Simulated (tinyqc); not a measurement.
Correction of a charged-defect supercell by a model charge and potential alignment (plane-averaged potentials). From alignment C back to width sigma of the true defect charge. Computed by tinyqc, a small Python program. Command: `OMP_NUM_THREADS=1 python tinyqc.py 3112649 3112650 out.jsonl align inv`. One thread of a shared host (Intel(R) Xeon(R) Processor @ 2.30GHz), about 0.04 s of CPU time with the checks.

The "true" defect charge is (1 - x) q in a Gaussian of width sigma plus x q in one of width sigma_t, so the exact answer is known; the correction sees only a single model Gaussian of width sigma_m. A Gaussian of width s has the transform rho(G) = exp(-G^2 s^2/2), normalised to 1. A uniform background cancels q, so G = 0 is left out. Potentials are those felt by a unit positive charge. E_0 is the formation energy of the isolated defect, E_cell its value in the supercell, E_lat = E_iso - E_per of the model charge, C the true less the model potential far from the defect; the exact correction is E_0 - E_cell, and the error of a scheme is E_cell plus its correction less E_0.

Inputs (values chosen for the exercise, with screening close to that of silicon): defect charge q = 3 e; dielectric constant eps = 11.8; edge of the cubic cell L = 11.1 angstrom; width sigma_m of the model charge = 0.86 angstrom; share x of the charge in a wide tail = 0.23; width sigma_t of the tail = 1.7 angstrom; formation energy of the isolated defect E_0 = 5.92 eV.

Constants: e^2/(4 pi eps_0) = 14.39964548 eV angstrom.

Method:
- Periodic energy E_per = (2 pi q^2/(eps L^3)) (e^2/(4 pi eps_0)) sum_(G != 0) rho(G)^2/G^2, G = (2 pi/L)(n1, n2, n3), |n_i| <= 16. Isolated energy: two Gaussians of charges q_a, q_b and widths a, b interact by q_a q_b (e^2/(4 pi eps_0 eps)) sqrt(2/pi)/sqrt(a^2 + b^2), and the self-energy is half the sum over pairs.
- Supercell value E_cell = E_0 + E_per - E_iso for the true charge.
- E_lat = E_iso - E_per for the model charge; point-charge value alpha q^2 e^2/(4 pi eps_0 eps 2 L) with alpha = 2.837297.
- Plane-averaged potential at distance z from the defect: V(z) = (4 pi q/(eps L^3)) (e^2/(4 pi eps_0 e)) sum_(m != 0) rho(G_m) cos(G_m z)/G_m^2, G_m = 2 pi m/L, |m| <= 40.
- C = difference at z = L/2; E_corr = E_cell + E_lat - q C. For charges that have died out at L/2, C = (2 pi q/(eps L^3)) (e^2/(4 pi eps_0 e)) (<s^2> - sigma_m^2), <s^2> = (1 - x) sigma^2 + x sigma_t^2.

Task: A run gave the result below. Find the width sigma of the true defect charge, known to lie between 0.56 and 1.3 angstrom.

alignment C = 0.01180434 V

Result:

Each step takes the trial c = (a f_b - b f_a)/(f_b - f_a), f being the result less the target and a, b, c the logarithms of the listed values; c replaces end b, the old b replaces a if the sign of f changed, and otherwise f_a is halved.

Scan of the range:
```
width sigma of the true defect charge (angstrom)  alignment C (V)
0.560                                                   0.0027591
0.644                                                   0.0040689
0.741                                                   0.0058088
0.853                                                   0.0081208
0.982                                                   0.0111864
1.130                                                   0.0152345
1.300                                                   0.0205829
```

False position (Illinois rule, in the logarithm of the input) inside the bracket:
```
step    end a    end b    trial  alignment C (V)
1     0.98200  1.13000  1.00327        0.0117333
2     1.13000  1.00327  1.00569        0.0117964
3     1.13000  1.00569  1.00624        0.0118105
4     1.00569  1.00624  1.00600        0.0118043
5     1.00624  1.00600  1.00600        0.0118043
```

Alignment C rises at every point of a 13-point scan of the range (every second point is shown), so one value fits; it is bracketed by 0.982 and 1.13. Answer: width sigma of the true defect charge = 1.006 angstrom.
